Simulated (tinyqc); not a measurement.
# Read current of a NAND string, cells in series solved by shooting: what changes with what

Cells in series, numbered from 0 at the source line (0 V) to the bit line, each followed by a gap resistance Rg. A cell with gate Vg, threshold VT, source Vs and drain Vd passes I = 2 nf K Vt^2 [F(Vs) - F(Vd)]/(1 + th max(Vg - VT, 0)), F(V) = ln^2(1 + exp((Vg - VT - nf V)/(2 nf Vt))). The selected cell has Vg = Vr, the others Vg = Vp.

Values chosen for this exercise; values of the order met in vertical NAND strings: temperature T = 358 K; gain factor of a cell K = 6 uA/V^2; slope factor nf = 1.2; mobility reduction factor th = 0.04 1/V; resistance of the gap between cells Rg = 20 kohm; bit-line voltage Vbl = 0.7 V; pass voltage Vp = 7.4 V; threshold of an erased cell Ve = -1.8 V; threshold of the highest state Vh = 4.2 V; threshold of the selected cell Vx = 1.2 V; sensing current Is = 20 nA; read voltage on the selected word line Vr = 1.91 V.

Constants: q = 1.602176634e-19 C, kB = 1.380649e-23 J/K, Vt = kB T/q. Results are converted to the units shown.

Each table varies one quantity; the others keep the values above.

## Read current against the number of cells

For a trial current I start at 0 V and, cell by cell, solve for the drain: sqrt(F(Vd)) = sqrt(F(Vs) - I/k), k = 2 nf K Vt^2/(1 + th max(Vg - VT, 0)), Vd = [Vg - VT - 2 nf Vt ln(exp(sqrt F) - 1)]/nf, then add I Rg. The string current is the I for which the last node reaches Vbl. The apparent threshold is the Vr at which I = Is. Background: all other cells erased (VT = Ve) or all in the highest state (VT = Vh); ratio and shift are high over erased and high minus erased. The selected cell is in the middle, cell n/2.

Results:
```
n,"I, others erased (uA)","I, others high (uA)",ratio,"apparent VT, erased (V)","apparent VT, high (V)",background shift (mV)
8,0.7325,0.5634,0.7692,1.268,1.271,3.275
16,0.5310,0.3644,0.6862,1.272,1.279,6.562
64,0.1994,0.1146,0.5747,1.298,1.324,26.55
96,0.1406,0.07852,0.5586,1.315,1.355,40.13
128,0.1085,0.05972,0.5503,1.332,1.386,53.93
192,0.07454,0.04038,0.5418,1.367,1.449,82.19
```

Estimate the missing row, n = 32.

Computed row:
```
n,"I, others erased (uA)","I, others high (uA)",ratio,"apparent VT, erased (V)","apparent VT, high (V)",background shift (mV)
32,0.3421,0.2115,0.6181,1.281,1.294,13.17
```

With this row back in the table: With erased neighbours the current falls from 0.732 to 0.0745 uA, as n^(-0.46) between the first two rows and n^(-0.93) between the last two (-1 once the series resistance rules). The ratio falls from 0.769 to 0.542 and the background shift rises from 3.27 to 82.2 mV.

## Effect of the position of the selected cell

Same model as above.

The string has 64 cells, numbered from the source.

Result of one run:
```
j,"I, others erased (uA)","I, others high (uA)",ratio,"apparent VT, erased (V)","apparent VT, high (V)",background shift (mV)
18,0.2123,0.1182,0.5566,1.283,1.298,14.83
```

What becomes of these results when the number of the selected cell j is changed from 18 to 36, all else the same?

Result of the changed run:
```
j,"I, others erased (uA)","I, others high (uA)",ratio,"apparent VT, erased (V)","apparent VT, high (V)",background shift (mV)
36,0.1935,0.1127,0.5826,1.302,1.332,29.93
```

The whole series:
```
j,"I, others erased (uA)","I, others high (uA)",ratio,"apparent VT, erased (V)","apparent VT, high (V)",background shift (mV)
0,0.2204,0.1202,0.5455,1.263,1.263,1.746e-6
9,0.2170,0.1194,0.5500,1.273,1.280,7.386
18,0.2123,0.1182,0.5566,1.283,1.298,14.83
27,0.2051,0.1162,0.5667,1.292,1.315,22.35
36,0.1935,0.1127,0.5826,1.302,1.332,29.93
45,0.1757,0.1058,0.6020,1.312,1.349,37.57
54,0.1555,0.09456,0.6082,1.322,1.367,45.28
63,0.1381,0.08347,0.6045,1.331,1.384,53.06
```

From the source end to the bit-line end the apparent VT with high neighbours rises from 1.263 to 1.384 V and the background shift rises from 1.75e-6 to 53.1 mV. Cells and gaps on the source side raise the source of the selected cell, which costs nf times that voltage in gate drive; those on the drain side only lower its drain voltage.

Program tinyqc, `OMP_NUM_THREADS=1 python tinyqc.py 2142177 2142178 out.jsonl`; Intel Xeon 2.30GHz, shared host, one thread, about 0.7 s.
